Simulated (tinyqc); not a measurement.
Surface potential of a MOS transistor: implicit equation and explicit approximations: one step of the calculation.

p-type body, charge-sheet picture, depletion and inversion only, full ionisation (an idealisation for deep acceptors), Boltzmann statistics (rough once Na exp(x - xn) passes about Nc/7). In units of Vt: xg = (Vg - Vfb)/Vt, x = psi/Vt, G = gamma/sqrt(Vt), xn = (2 phiF + Vc)/Vt. The implicit equation is (xg - x)^2 = G^2 [x - 1 + exp(x - xn)] for x above about 3. Cox = eps0 eox/tox.

Task. Scales. ni = sqrt(Nc Nv) exp(-Eg/(2 Vt)), Eg in volts; phiF = Vt ln(Na/ni); gamma = sqrt(2 q eps0 eps_r Na)/Cox; VT = Vfb + Vt (xn + G sqrt(xn - 1)).

Parameters, values chosen for the exercise; band and dielectric values close to those of silicon: temperature T = 350 K; band gap Eg = 1.12 eV; relative permittivity eps_r = 11.9; conduction-band density of states at T Nc = 3.53e19 cm^-3; valence-band density of states at T Nv = 3.39e19 cm^-3; relative permittivity of the gate insulator (close to hafnium oxide) eox = 22.5; insulator thickness tox = 4.8 nm; acceptor density Na = 1.8e16 cm^-3; flat-band voltage Vfb = -0.6 V; channel-body voltage Vc = 0.2 V; gate-body voltage Vg = 0.94 V.

Constants: q = 1.602176634e-19 C, kB = 1.380649e-23 J/K, Vt = kB T/q, eps0 = 8.8541878128e-14 F/cm where lengths are in cm. Results are converted to the units shown.

Wanted: phiF; gamma; G; xn; VT; xg.

Result.

phiF = 0.3320 V
gamma = 0.01878 V^0.5
G = 0.1082
xn = 28.64
VT = 0.2811 V
xg = 51.06

Range of the model: The electron quasi-Fermi level lies less than 2 Vt below the band edge at the surface, or above it, where degeneracy and confinement, left out, matter.

Computed by the program tinyqc: `OMP_NUM_THREADS=1 python tinyqc.py 2122099 2122100 out.jsonl`, one thread of a shared Intel Xeon 2.30GHz, about 0.01 s for the whole run.
